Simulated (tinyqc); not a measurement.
Defect equilibria of an oxide against oxygen pressure (mass action): one step, computed by the program tinyqc.

Defects: oxygen vacancies V (charge +2), electrons n, holes p, the ionic partner X = V_M'' (charge -2), and the dopant. Activities are taken equal to concentrations.

Task: Solution at the given pressure. Neutrality: 2 [V] + p = n + 2 [X] + N_d. With n as the unknown, [V] = K_r/(n^2 P^(1/2)), p = K_i/n, [X] = K_s/[V]; the log ratio is ln(positive/negative). The root is found by 60 bisections in ln n between n = 1e-10 and 1e25 cm^-3.

Inputs (values chosen for the exercise, for a model oxide): dopant density N_d = 2.9e+20 cm^-3; temperature T = 700 K; oxygen pressure P = 9e-08 atm.

Ionic disorder: Schottky, oxide MO. Dopant (singly charged, fully ionised): acceptor.

K_r = 1.410512e+44 cm^-9 atm^(1/2)

K_i = 6.075018e+15 cm^-6

K_s = 2.911632e+24 cm^-6

Give: n; [V]; p; [X].

Result:

n = 5.694e+13 cm^-3

[V] = 1.450e+20 cm^-3

p = 106.7 cm^-3

[X] = 20080 cm^-3

The largest terms give the Brouwer balance 2 [V] = N_d; the smaller of the two terms is 100 % of the total charge of one sign.
